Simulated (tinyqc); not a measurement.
What each parameter does: band edges of strained Si(1-x)Ge(x) on relaxed Si(1-y)Ge(y).

Values are linear in the Ge fraction but for ED(x) = linear - CD x (1 - x) and a(x) = linear - Ca x (1 - x). Energies are on the common scale of Ev.

Coherent growth on a (001) face: e_par = (a(y) - a(x))/a(x), e_perp = -2 (C12/C11) e_par; exx = eyy = e_par, ezz = e_perp, no shear.

A valley with unit axis u lies at Ev + gap + (av + a_valley) tr(e) + Xu (u.e.u - tr(e)/3); the Delta axes are x, y, z and the L axes [111], [1-1-1], [-11-1], [-1-11]. The second-order shift of the Delta valleys under shear is left out; it lowers the pair normal to the sheared plane by tens of meV at a shear of 1 %.

Valence edges: Ev plus the levels of the 6 x 6 matrix of X, Y, Z times spin with -Dso/3 + l exx + m (eyy + ezz) on the diagonal (cyclic), n exy off it, l = av + 2 b, m = av - b, n = sqrt(3) d. Spin-orbit term (Dso/3) L.sigma on X, Y, Z with (L_k)_ij = -i epsilon_kij: <X+|H|Y+> = -i Dso/3, <X+|H|Z-> = Dso/3, <Y+|H|Z-> = -i Dso/3, <Z+|H|X-> = -Dso/3, <Z+|H|Y-> = i Dso/3, <X-|H|Y-> = i Dso/3, and their conjugates; + and - are the spin along z.

Inputs chosen for the exercise (end members near Si and Ge, in this order; the results hold for these values, not for the real material):
```
symbol  value           unit      meaning
a       (5.425, 5.657)  angstrom  lattice constant
Dso     (0.045, 0.29)   eV        spin-orbit splitting
av      (2.44, 1.25)    eV        valence hydrostatic potential
b       (-2.13, -2.51)  eV        tetragonal shear potential
d       (-4.76, -5.35)  eV        trigonal shear potential
C11     (167.1, 130.3)  GPa
C12     (64.2, 48.6)    GPa
C44     (78.7, 65.9)    GPa
Ev      (0, 0.64)       eV        top of the unstrained valence band
ED      (1.133, 0.944)  eV        gap to the Delta valleys
EL      (2.009, 0.749)  eV        gap to the L valleys
aD      (1.73, 1.41)    eV        hydrostatic potential of the Delta gap
aL      (-3.12, -2.85)  eV        hydrostatic potential of the L gap
XuD     (9.37, 9.36)    eV        uniaxial potential, Delta
XuL     (16.38, 15.69)  eV        uniaxial potential, L
CD      0.197           eV        bowing of the Delta gap
Ca      0               angstrom  bowing of the lattice constant
face    001                       growth face
x       0.2                       Ge fraction of the layer
y       0                         Ge fraction of the relaxed buffer
```

dEc = Ec(buffer) - Ec(layer), dEv = Ev(layer) - Ev(buffer); buffer edges Ev(y) and Ev(y) + min(ED, EL).

Results for these values:
```
case  gap (eV)  valence splitting (meV)  dEc (eV)  dEv (eV)
base    0.9665                     40.8    0.0286    0.1379
```

What happens to each result for CD = 0.247 eV, all else kept?

Answer: gap falls from 0.9665 to 0.9585; valence splitting does not change at the printed digits; dEc rises from 0.0286 to 0.0366; dEv does not change at the printed digits.

The same for each parameter in turn:
```
case                       gap (eV)  valence splitting (meV)  dEc (eV)  dEv (eV)
base                         0.9665                     40.8    0.0286    0.1379
x = 0.23                     0.9429                     45.3    0.0308    0.1592
y = 0.03                     0.9811                     37.5    0.0233    0.1173
CD = 0.247 eV                0.9585                     40.8    0.0366    0.1379
XuD = (10.775, 10.764) eV    0.9595                     40.8    0.0356    0.1379
d = (-5.474, -6.152) eV      0.9665                     40.8    0.0286    0.1379
Dso = (0.052, 0.333) eV      0.9665                     43.7    0.0286    0.1379
Ev = (0, 0.736) eV           0.9665                     40.8    0.0094    0.1571
C12 = (73.83, 55.89) GPa     0.9629                     42.0    0.0278    0.1422
```

The lowest valleys of the layer are Delta4, so among the conduction-band potentials only those of that family reach the gap and dEc; the buffer is unstrained. A shift large enough to swap the lowest family would change that.

Program tinyqc; command `OMP_NUM_THREADS=1 python tinyqc.py 1051072 1051073 out.jsonl`; about 0.02 s on one thread of a shared Intel(R) Xeon(R) Processor @ 2.30GHz.
